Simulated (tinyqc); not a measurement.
Competing polymorphs of an oxide film: bulk, surface, grain-boundary, dopant and field terms: one step, computed by the program tinyqc.

Phases: monoclinic m (reference), polar orthorhombic o, tetragonal t. Free energies per formula unit (f.u.); 1 J/m^2 x angstrom^3/nm = 6.241509 meV.

Task: Phase shares in a spread of grain sizes. With G = b + gamma Omega A (b the bulk free energy per formula unit, A the area per volume), two phases i, j cross at A_ij = (b_j - b_i)/(Omega (gamma_i - gamma_j)); o has a window only if A_mo < A_ot. Grain radii are log-normal by volume with median R and width sigma; the share with A above A* is that with radius below R*, R* = f_b/(A* - 2/h) (all grains if A* <= 2/h), share = (1/2) erfc[-ln(R*/R)/(sqrt 2 sigma)]. Effective permittivity of a layer of thickness h built of such grains, taken in parallel: sum of share x eps; EOT = interlayer + 3.9 h/eps.

Inputs (values chosen for the exercise, for a model oxide):
```
quantity,value,unit
surface energy of m,3.36,J/m^2
surface energy of o,2.79,J/m^2
surface energy of t,2.6,J/m^2
grain-boundary energy over surface energy,0.74,-
volume per formula unit Omega,33.3,angstrom^3
film thickness h,4,nm
temperature T,1100,K
interlayer thickness (SiO2),0.99,nm
```

Geometry: columnar grains in a film.

permittivities of m, o, t: [18, 24, 36]

b (meV/f.u.): m 0.000, o 71.398, t 26.000

Give: volume shares; share of o; effective permittivity; equivalent oxide thickness.

Result:

volume shares: m 0, o 0, t 1

share of o = 0

effective permittivity = 36

equivalent oxide thickness = 1.423 nm

One phase holds nearly all the volume.
